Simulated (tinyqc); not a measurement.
Electron-beam lithography: double-Gaussian proximity function, edge placement and dose correction for parallel lines: one step, computed by the program tinyqc.

Lines are infinitely long. Absorbed energy is counted so that the middle of a very large area written at dose 1 receives 1; the resist develops where it exceeds 1/2.

Question. Shot noise and writing time. With dose = d_s D0: electrons per pixel N = dose x pixel area/e; relative noise 1/sqrt(N); time per cm^2 of pattern area = dose x density/current; pixel rate = current/(dose x pixel area).

Inputs (values chosen for the exercise, of the order of those for 100 keV electrons in resist on silicon): beam current = 43 nA; pixel size = 4 nm; pattern density around the test line = 0.58.

dose = 828.8436 microcoulomb/cm^2

Constants: e = 1.602176634e-19 C.

Give: electrons per pixel; shot noise; writing time per cm^2; pixel rate.

Answer.

electrons per pixel = 827.72

shot noise = 3.4758 %

writing time per cm^2 = 3.1055 h

pixel rate = 324.25 MHz
